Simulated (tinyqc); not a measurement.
# Thermionic-field emission through a Schottky barrier, WKB: effect of temperature

Metal on an n-type semiconductor with one parabolic valley; V > 0 is forward bias (metal positive). Energies E are counted from the conduction edge of the neutral semiconductor, whose Fermi level lies at -xi; that of the metal lies at -xi - V. The barrier is a parabola of height Vd = phi - xi - V (depletion approximation, no image force).

Nc = 2 (2 pi me m0 kB T/h^2)^1.5 (times 1e-6 for cm^-3); Nd = Nc F12(-xi/Vt), F12(x) = (2/sqrt(pi)) int_0^infinity sqrt(u)/(1 + exp(u - x)) du; E00 = (hbar/2) sqrt(Nd/(me m0 eps0 eps_r)) in SI units (volts). For E < Vd, ln T(E) = -(Vd/E00) [sqrt(1 - y) - y ln((1 + sqrt(1 - y))/sqrt(y))], y = E/Vd; T(E) = 1 above. J = A* T (q/kB) int_0^infinity T(E) N(E) dE, N = ln[(1 + exp((-xi - E)/Vt))/(1 + exp((-xi - V - E)/Vt))], A* = 4 pi q me m0 kB^2/h^3 (times 1e-4 for A/(cm^2 K^2)). The integral is converged to the digits shown; the share over the barrier is that of E > Vd, and 0 means below 1e-6 %. phi is held fixed. By a common rule of thumb, E00/Vt below 0.5 marks thermionic emission, 0.5 to 5 thermionic-field emission and above 5 field emission.

Values chosen for this exercise; band and dielectric values close to those of gallium nitride:

| symbol | value | unit | meaning |
|---|---|---|---|
| me | 0.196 | m0 | electron mass |
| eps_r | 9.55 |  | relative permittivity |
| phi | 1.31 | eV | barrier height seen from the metal |
| Nd | 2.7e19 | cm^-3 | donor density |
| V | 0.39 | V | bias |

Constants: q = 1.602176634e-19 C, kB = 1.380649e-23 J/K, eps0 = 8.8541878128e-12 F/m, hbar = 1.054571817e-34 J s, h = 6.62607015e-34 J s, m0 = 9.1093837015e-31 kg, Vt = kB T/q. Results are converted to the units shown.

Effect of temperature:
```
T (K)  E00/Vt  J (A/cm^2)  share over the barrier (%)  mean E/Vd
60      13.64       142.0                           0    0.09658
100     8.183       149.3                           0    0.09969
150     5.455       164.8                           0     0.1059
200     4.091       188.9                           0     0.1151
250     3.273       225.0                           0     0.1274
300     2.728       277.9                           0     0.1433
400     2.046       468.4                     2.06e-6     0.1868
500     1.637       881.5                     3.56e-4     0.2450
```

J rises from 142 to 882 A/cm^2, and the mean E/Vd rises from 0.0966 to 0.245, as E00/Vt falls from 13.6 (field emission) to 1.64 (thermionic-field emission). Between the first two rows J changes by a factor of 1.05, between the last two by 1.88.

Range of the model: The depletion approximation, a parabolic band and the neglect of image-force lowering make these currents estimates at high doping.

Program tinyqc, `OMP_NUM_THREADS=1 python tinyqc.py 2640047 2640048 out.jsonl`; Intel Xeon 2.30GHz, shared host, one thread, about 0.04 s.
